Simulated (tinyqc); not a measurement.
Optical gain and spontaneous emission in a bulk direct-gap semiconductor: one step. Absorption of the empty crystal. Three cases, with inputs chosen for the exercise.

Problem. Evaluate at E for heavy and light holes.

Parabolic bands, vertical transitions, no excitons. For each hole band j: mr = me mj/(me + mj); joint density of states J_j(E) = (mr/c)^(3/2) sqrt(E - Eg)/(2 pi^2), both spins, c = hbar^2/2m0; averaged matrix element |e.p|^2 = m0 Ep/6; alpha_j(E) = 4 pi^2 alpha_f c Ep J_j/(3 nr E) in 1/angstrom (alpha_f the fine-structure constant, listed as alpha among the constants), times 1e8 for 1/cm.

Constants: hbar^2/2m0 = 3.80998211 eV angstrom^2; fine-structure constant alpha = 0.007297352564.

Case 1.

Values chosen (near those of GaN; shifted at random, so the results belong to these values and not to a real crystal): Eg = 3.329 eV (direct gap); me = 0.1935 m0 (electron mass); mhh = 1.391 m0 (heavy-hole mass); mlh = 0.2926 m0 (light-hole mass); Ep = 16.3 eV (Kane energy); nr = 2.58 (refractive index); E = 3.375 eV (photon energy).

Case 2.

Values chosen (near those of GaAs; shifted at random, so the results belong to these values and not to a real crystal): Eg = 1.437 eV (direct gap); me = 0.0692 m0 (electron mass); mhh = 0.517 m0 (heavy-hole mass); mlh = 0.0806 m0 (light-hole mass); Ep = 25.8 eV (Kane energy); nr = 3.54 (refractive index); E = 1.492 eV (photon energy).

Case 3.

Values chosen (near those of InGaAs; shifted at random, so the results belong to these values and not to a real crystal): Eg = 0.731 eV (direct gap); me = 0.0412 m0 (electron mass); mhh = 0.452 m0 (heavy-hole mass); mlh = 0.05 m0 (light-hole mass); Ep = 23.8 eV (Kane energy); nr = 3.51 (refractive index); E = 0.754 eV (photon energy).

Give: mr, J and alpha of each hole band.

Solution.

Case 1.

mr, J and alpha of each hole band:
```
hole   mr (m0)  J (1/(eV angstrom^3))  alpha (1/cm)
heavy  0.16987              0.0001023        7005.8
light  0.11647              5.808e-05        3977.7
```

The heavy-hole band gives 64 % of the total, 10984 1/cm.

Case 2.

mr, J and alpha of each hole band:
```
hole   mr (m0)  J (1/(eV angstrom^3))  alpha (1/cm)
heavy  0.06103              2.409e-05        4304.9
light  0.03723              1.148e-05        2051.3
```

The heavy-hole band gives 68 % of the total, 6356 1/cm.

Case 3.

mr, J and alpha of each hole band:
```
hole   mr (m0)  J (1/(eV angstrom^3))  alpha (1/cm)
heavy  0.03776              7.580e-06        2494.0
light  0.02259              3.507e-06        1153.9
```

The heavy-hole band gives 68 % of the total, 3648 1/cm.

Computed by tinyqc, one run a case: `OMP_NUM_THREADS=1 python tinyqc.py N N+1 out.jsonl` with N = 1652292, 1652473, 1652591; one thread of a shared Intel(R) Xeon(R) Processor @ 2.30GHz, about 0.1 s a run at most.
